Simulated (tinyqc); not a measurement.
Raising the surface concentration at fixed length: sheet resistance of a shallow doped layer with concentration-dependent mobility and limited activation. Computed by tinyqc, a small Python program. Command: `OMP_NUM_THREADS=1 python tinyqc.py 3025173 3025174 out.jsonl irvin walk`. One thread of a shared host (Intel(R) Xeon(R) Processor @ 2.30GHz), about 0.01 s of CPU time with the checks.

A layer of one dopant lies in a background of the opposite type. Current flows parallel to the surface down to the junction; depletion is ignored.

Inputs (values chosen for the exercise, modelled on arsenic in silicon): surface concentration C_s = 3.6e+20 1/cm^3; length l = 41 nm; background C_B = 6.2e+16 1/cm^3; mobility floor mu_min = 50.6 cm^2/(V s); mobility mu_max = 1410 cm^2/(V s); reference density N_r = 9.87e+16 1/cm^3; exponent alpha = 0.689; prefactor of the active limit = 2.3e+22 1/cm^3; energy of the active limit = 0.462 eV; anneal temperature T = 1150 C.

Profile: erfc.

Constants: k_B = 8.617333262e-05 eV/K; e = 1.602176634e-19 C.

Method:
- C(x) = C_s erfc(x/l).
- Temperatures in kelvin are T(C) + 273.15.
- Active limit C_a = prefactor x exp(-energy/(k_B T)); the junction lies where C = C_B, and the profile exceeds C_a down to x_a (zero if C_s is below C_a). Slope at the junction in nm per decade = ln(10) C/|dC/dx|.
- Active density N = min(C, C_a); carriers n = N - C_B; mobility mu = mu_min + (mu_max - mu_min)/(1 + ((N + C_B)/N_r)^alpha).
- Integrals from 0 to x_j, where C = C_B (Gauss-Legendre, 60 points on each smooth piece; 1 nm = 1e-7 cm): dose int C dx, carriers int n dx, mean mobility int n mu dx/int n dx, R_s = 1/(e int n mu dx).
- The last column drops the active limit.

active limit C_a = 5.31685e+20 1/cm^3

Layers:
```
C_s (1/cm^3)  x_j (nm)  dose (1/cm^2)  mean mu (cm^2/(V s))  R_s (ohm/square)  R_s if all active
1.00e+18         54.11     2.2432e+12                349.33            9365.3         9.3653e+03
3.00e+18         67.09     6.8784e+12                230.75            4185.5         4.1855e+03
1.00e+19         79.35     2.3077e+13                144.56            1911.7         1.9117e+03
3.00e+19         89.31     6.9345e+13                 99.47             912.1         9.1211e+02
1.00e+20         99.23     2.3127e+14                 73.50             368.2         3.6815e+02
2.00e+20        104.57     4.6259e+14                 65.21             207.2         2.0720e+02
5.00e+20        111.27     1.1565e+15                 58.58              92.2         9.2176e+01
1.00e+21        116.11     2.3131e+15                 56.50              58.1         4.8523e+01
2.00e+21        120.78     4.6263e+15                 55.78              44.9         2.5103e+01
```

What does the comparison show, and why?

R_s falls as C_s^-0.73 between the first rows and as C_s^-0.37 between the last. Below C_a = 5.3e20 the exponent is set by the mobility, which drops from 349 towards mu_min, and by compensation. Above C_a extra dose only widens the clipped region: in the last row R_s is 1.79 times the fully active value. Caution: in rows with more than about 2e20 active atoms per cm^3 measured mobilities fall further than this form.
